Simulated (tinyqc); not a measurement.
Which single mass stands for the valley: donor in an ellipsoidal valley (Kohn-Luttinger variational method). Computed by tinyqc, a small Python program. Command: `OMP_NUM_THREADS=1 python tinyqc.py 3018016 3018017 out.jsonl kohnlutt walk`. One thread of a shared host (Intel(R) Xeon(R) Processor @ 2.30GHz), about 0.03 s of CPU time with the checks.

H = -(d^2/dx^2 + d^2/dy^2) - gamma d^2/dz^2 - 2/r in units built on m_t, with gamma = m_t/m_l and z along the valley axis. One valley; no valley-orbit or central-cell term.

Inputs (values chosen for the exercise, for a model semiconductor): transverse mass m_t = 0.0544 m_0; longitudinal mass m_l = 1.06 m_0; dielectric constant eps = 14.5.

Constants: Ry = 13.605693123 eV; a_0 = 0.529177210903 angstrom.

Method:
- Ry* = Ry m_t/eps^2, a* = a_0 eps/m_t, gamma = m_t/m_l.
- Trial function exp(-sqrt((x^2 + y^2)/a^2 + z^2/b^2)) with beta = b/a < 1: E = t/a^2 - u/a, t = (2 + gamma/beta^2)/3, u = 2 arcsin(sqrt(1 - beta^2))/sqrt(1 - beta^2); the best a is 2 t/u and E(beta) = -u^2/(4 t).
- Golden-section search on beta from 0.05 to 0.999, 60 steps.
- Gaussian basis: g = P exp(-al (x^2 + y^2) - be z^2) with P = 1 (s-like), z (2p0) or x (2p+-); al = 0.004 x 2.6^k, k = 0..11, and be/al = 1, gamma^(-1/2) or 1/gamma (36 functions); 1/r = (2/sqrt(pi)) int exp(-t^2 r^2) dt by 48 Gauss-Legendre points after t = sqrt(al_i + al_j) tan(theta); overlap eigenvalues below 1e-10 are dropped.
- A hydrogenic level is Ry m/eps^2 for one mass m; errors are against the Gaussian basis.

gamma = 0.0513208

1s binding energy, Gaussian basis = 7.36393 meV

1s binding energy, trial function = 7.32384 meV

1s binding energy:
```
rule                                      mass (m_0)  binding (meV)  error (%)
transverse mass                               0.0544          3.520     -52.19
conductivity mass 3/(2/m_t + 1/m_l)           0.0796          5.148     -30.09
density-of-states mass (m_t^2 m_l)^(1/3)      0.1464          9.473      28.64
longitudinal mass                             1.0600         68.595     831.50
trial function with a and b                        -          7.324      -0.54
mass that fits 1s                             0.1138          7.364       0.00
```

What does the comparison show, and why?

The conductivity mass, which is what a spherical trial function (a = b) gives, falls short by 30.1 %, as a restricted variational bound must; the density-of-states mass is off by +28.6 %. The mass that fits lies between the two.

Extremes, crossings and ranges named in words are read from the listed rows.
